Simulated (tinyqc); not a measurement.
Inside a calculation. Model: self-heating of a transistor with one or more fingers, with temperature-dependent conductivity. Computed by tinyqc, a small Python program that keeps every step. Command: `OMP_NUM_THREADS=1 python tinyqc.py 3025871 3025872 out.jsonl selfheat walk`. One thread of a shared host (Intel(R) Xeon(R) Processor @ 2.30GHz), about 0.06 s of CPU time with the checks. Intermediate numbers are printed to about 7 digits and carried at full precision; extremes and crossings named in words are read from the listed rows.

N long parallel fingers lie on the top face of a slab whose bottom is held at T_0; the top is otherwise insulated, and heat flows in two dimensions. P in W/mm is 1000 P in W/m.

Inputs (values chosen for the exercise, modelled on silicon carbide):
```
quantity                                      value           unit
conductivity at the base temperature kappa_0    368        W/(m K)
exponent m in kappa ~ T^-m                     1.48              -
base temperature T_0                            323              K
power per gate width P                          1.8           W/mm
fingers N                                         8              -
finger pitch s                                   23     micrometre
width of the heat source w                      1.9     micrometre
substrate thickness t                           140     micrometre
phonon free path Lambda                         140             nm
heat capacity C                                2.19  1e6 J/(m^3 K)
pulse length                                     66    microsecond
```

Power: fixed power.

## Geometry factors

A line source of power P on the top face raises the top at distance x by (P/(pi kappa_0)) g(x), g(x) = -ln tanh(pi x/(4 t)) (the image sum for the slab). On a strip of width w the centre sees the mean of g over the strip, g_0 = 1 + ln(8 t/(pi w)) for w much below t.

own factor g_0 = 6.234500

g(j s), j = 1..7: 2.053241  1.376425  0.997371  0.745074  0.564939  0.431780  0.331486

## Linear temperature rise of each finger

theta_i = (P/(pi kappa_0)) [g_0 + sum over j != i of g(|i - j| s)], with equal powers and constant conductivity; thermal resistance = largest theta/P.

theta of each finger (K): 19.82748  22.50816  23.97893  24.65221  24.65221  23.97893  22.50816  19.82748

largest theta = 24.65221 K

thermal resistance = 13.69567 K mm/W

The neighbours supply 61 % of the rise of the hottest finger, which runs 4.8 K above the outer ones.

## Correction for the falling conductivity

Kirchhoff transformation for kappa = kappa_0 (T/T_0)^-m: T = T_0 [1 - (m - 1) theta/T_0]^(-1/(m - 1)), where theta is the linear rise. The bracket vanishes at the power P T_0/((m - 1) theta).

peak temperature = 349.1173 K

true rise = 26.11734 K

true rise / linear rise = 1.059432

power at which the formula diverges = 49.13353 W/mm

The falling conductivity adds 5.9 % to the rise.

## Extra rise from ballistic phonons

Near a source smaller than the free path, Fourier's law overstates the flow. Rough estimate: a strip that emits phonons into a half space adds a resistance times area of 4 Lambda/(3 kappa_0), from the ballistic flux C v Delta T/4 with kappa_0 = C v Lambda/3, so Delta T_b = 4 Lambda P/(3 kappa_0 w); Knudsen number Lambda/w.

Knudsen number = 0.07368421

ballistic rise Delta T_b = 0.4805492 K

Delta T_b / largest theta = 0.01949315

By this estimate the ballistic term is at most a fifth of the Fourier rise.

## Rise at the end of a pulse

After switching on, theta(tau) = (P D/kappa_0) int_0^tau X(u) Z(u) du at the hottest finger, D = kappa_0/C; X = sum over fingers at distance x of [erf((x + w/2)/r) - erf((x - w/2)/r)]/(2 w), Z = sum_(j=-200..200) (-1)^j exp(-(2 j t/r)^2)/sqrt(pi D u), r = 2 sqrt(D u); trapezoid rule on 300 points evenly spaced in ln u from u_0 = 1e-3 min(tau, w^2/D) to tau, plus the exact piece 2 sqrt(u_0/(pi D))/w below u_0. Conductivity and power are held at their base values here, and Fourier's law is used even where the diffusion length is near a phonon free path.

diffusivity D = 168.0365 micrometre^2/microsecond

diffusion length sqrt(D tau) = 105.3110 micrometre

linear rise after the pulse = 22.396 K

share of the steady rise = 0.9085

## Rise against time

The formulas are those given above.

Heating curve:
```
time (microsecond)  sqrt(D time) (micrometre)  rise (K)  share of the steady rise
1.20e-04                            0.1420014    0.4125                   0.01673
0.0012                              0.4490477    1.2692                   0.05148
0.012                                1.420014    2.8412                    0.1153
0.12                                 4.490477    4.6083                    0.1869
1.2                                  14.20014    7.0662                    0.2866
5.8                                  31.21877    11.105                    0.4505
23                                   62.16784    17.274                    0.7007
70                                   108.4553    22.617                    0.9174
170                                  169.0154    24.474                    0.9928
```

Half the steady rise is reached between 5.8 and 23 microseconds, and the last row holds 99.3 % of it; the slowest time constant is 4 t^2/(pi^2 D) = 47.3 microseconds. While the diffusion length lies between w and the pitch or thickness, the rise grows as the logarithm of time; once it nears the pitch of 23 micrometre the neighbours add their heat.

Checks made by the program: g(s) against the alternating image sum (relative difference 6e-07); Kirchhoff integral of kappa/kappa_0 from T_0 to T (relative difference below 1e-10); long-time limit against the steady rise (relative difference 2e-05).
